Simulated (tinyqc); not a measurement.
Worked calculation: standing waves and exposure in a photoresist film. Values are carried at full precision from step to step, so a last printed digit may differ when a step is redone from the rounded ones.

Normal incidence from air. Unexposed resist: N1 = n1 + i k1 with k1 = (A + B) lam/(4 pi), lam in micrometres. r01 = (1 - N1)/(1 + N1), t01 = 2/(1 + N1). Below the resist lie the layer Na = na + i ka and the substrate Ns = ns + i ks: r12 = (r1a + ras x)/(1 + r1a ras x), x = exp(4 pi i Na da/lam), r1a = (N1 - Na)/(N1 + Na), ras = (Na - Ns)/(Na + Ns). With p = exp(2 pi i N1 d/lam), the field at depth z is E(z) = t01 [exp(2 pi i N1 z/lam) + r12 p^2 exp(-2 pi i N1 z/lam)]/(1 + r01 r12 p^2), the relative intensity I(z) = n1 |E(z)|^2 and the reflectance R = |(r01 + r12 p^2)/(1 + r01 r12 p^2)|^2.

Values chosen for the exercise (a resist on W, indices near tabulated ones; shifted at random, so the results belong to these values and not to a real crystal): lam = 248 nm (vacuum wavelength); n1 = 1.773 (resist index); A = 0.07 1/micrometre (bleachable absorption (Dill A)); B = 0.93 1/micrometre (fixed absorption (Dill B)); d = 445 nm (resist thickness); ns = 3.37 (substrate n); ks = 2.823 (substrate k); na = 1.801 (n of the bottom antireflection layer); ka = 0.405 (its k); da = 31 nm (its thickness); C = 0.015 cm^2/mJ (exposure rate (Dill C)); D = 30 mJ/cm^2 (incident dose); Ld = 20 nm (diffusion length of the post-exposure bake).

## Interface coefficients

Form N1, r01, t01 and r12.

N1 = 1.77300+0.01974i
r01 = -0.2788-0.0051i
t01 = 0.7212-0.0051i
r12 = 0.2302-0.0682i
|r12|^2 = 0.0577

Next to the bottom the intensity swings by a factor ((1 + |r12|)/(1 - |r12|))^2 = 2.66 between antinode and node; without the layer |r12|^2 would be 0.3014.

## Round trip and reflectance

Form p^2, the denominator and R; the period of the standing wave is lam/(2 n1).

p^2 = -0.4170+0.4865i
1 + r01 r12 p^2 = 1.0182-0.0388i
R = 0.1300
period = 69.94 nm

The film holds 6.36 periods.

## Intensity and exposure over the lowest period

Nine depths from d - period to d. Without bleaching during the exposure the share of unexposed compound is m = exp(-C D I).

Profile:
```
z (nm)      I      m
375.1   0.903  0.666
383.8   0.766  0.708
392.5   0.553  0.780
401.3   0.386  0.841
410.0   0.359  0.851
418.8   0.486  0.804
427.5   0.689  0.733
436.3   0.847  0.683
445.0   0.864  0.678
```

I runs from 0.359 to 0.903 on these points, so m runs from 0.666 to 0.851; the least exposed point listed lies 35.0 nm above the bottom.

## Smoothing by the bake

Gaussian diffusion of length Ld multiplies a cosine of period L by exp(-2 pi^2 Ld^2/L^2). Give that factor, and the Ld that leaves 10 %.

factor = 0.199
Ld for 10 % = 23.89 nm

## Checks

- R against the transfer-matrix product: both 0.13004.

Program tinyqc; command `OMP_NUM_THREADS=1 python tinyqc.py 1682631 1682632 out.jsonl`; about 0.01 s on one thread of a shared Intel(R) Xeon(R) Processor @ 2.30GHz.
